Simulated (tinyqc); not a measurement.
Read current of a NAND string, cells in series solved by shooting: one step of the calculation.

Cells in series, numbered from 0 at the source line (0 V) to the bit line, each followed by a gap resistance Rg. A cell with gate Vg, threshold VT, source Vs and drain Vd passes I = 2 nf K Vt^2 [F(Vs) - F(Vd)]/(1 + th max(Vg - VT, 0)), F(V) = ln^2(1 + exp((Vg - VT - nf V)/(2 nf Vt))). The selected cell has Vg = Vr, the others Vg = Vp.

Problem. Node voltages for a trial current. For a trial current I start at 0 V and, cell by cell (the selected one is cell 2), solve for the drain: sqrt(F(Vd)) = sqrt(F(Vs) - I/k), k = 2 nf K Vt^2/(1 + th max(Vg - VT, 0)), Vd = [Vg - VT - 2 nf Vt ln(exp(sqrt F) - 1)]/nf, then add I Rg.

Inputs (values chosen for the exercise); values of the order met in vertical NAND strings: temperature T = 300 K; gain factor of a cell K = 24 uA/V^2; slope factor nf = 2.4; mobility reduction factor th = 0.17 1/V; resistance of the gap between cells Rg = 2.7 kohm; bit-line voltage Vbl = 0.3 V; pass voltage Vp = 7.6 V; read voltage on the selected word line Vr = 2.51 V.

Constants: q = 1.602176634e-19 C, kB = 1.380649e-23 J/K, Vt = kB T/q. Results are converted to the units shown.

second trial current = 2.1 uA
thresholds from the source end, cell 0 to 4 (V): 4.4  4.4  1.2  -1.4  -1.4

Find: node voltage after each cell and gap, trial 2.

Solution.

node voltage after each cell and gap, trial 2, cell 0 to 4 (V): 0.04858  0.09884  0.2189  0.2508  0.2830

Numbers from tinyqc (`OMP_NUM_THREADS=1 python tinyqc.py 2142144 2142145 out.jsonl`; about 0.8 s on one thread of a shared Intel Xeon 2.30GHz).
